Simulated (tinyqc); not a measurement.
From results back to parameters: coherent potential approximation for a binary alloy with a semi-elliptic band. Four cases, with inputs chosen for the exercise.

Problem. With levels eA = -x d and eB = (1 - x) d on a semi-elliptic band of half width W, the alloy density has second moment W^2/4 + x (1 - x) d^2 and third moment x (1 - x)(1 - 2x) d^3 about its centre (exact, and kept by the CPA). The moments below come from hidden x and d > 0.

Case 1.

Values chosen: W = 3.8 eV (half width of the pure band).
second moment = 6.466100 eV^2
third moment = 0.000000 eV^3

Case 2.

Values chosen: W = 4 eV (half width of the pure band).
second moment = 4.416536 eV^2
third moment = 0.557825 eV^3

Case 3.

Values chosen: W = 5 eV (half width of the pure band).
second moment = 20.994718 eV^2
third moment = 18.354225 eV^3

Case 4.

Values chosen: W = 4.1 eV (half width of the pure band).
second moment = 5.792230 eV^2
third moment = 2.076823 eV^3

Find: d; x.

Solution. v = m2 - W^2/4 = x (1 - x) d^2 and u = m3/v = (1 - 2x) d; then d^2 = u^2 + 4v and x = (1 - u/d)/2.

Case 1.

d = 3.38 eV
x = 0.50

Case 2.

d = 1.86 eV
x = 0.14

Case 3.

d = 7.78 eV
x = 0.42

Case 4.

d = 2.84 eV
x = 0.27

Computed by tinyqc, one run a case: `OMP_NUM_THREADS=1 python tinyqc.py N N+1 out.jsonl` with N = 1481493, 1481530, 1481685, 1481719; one thread of a shared Intel(R) Xeon(R) Processor @ 2.30GHz, about 0.01 s a run at most.
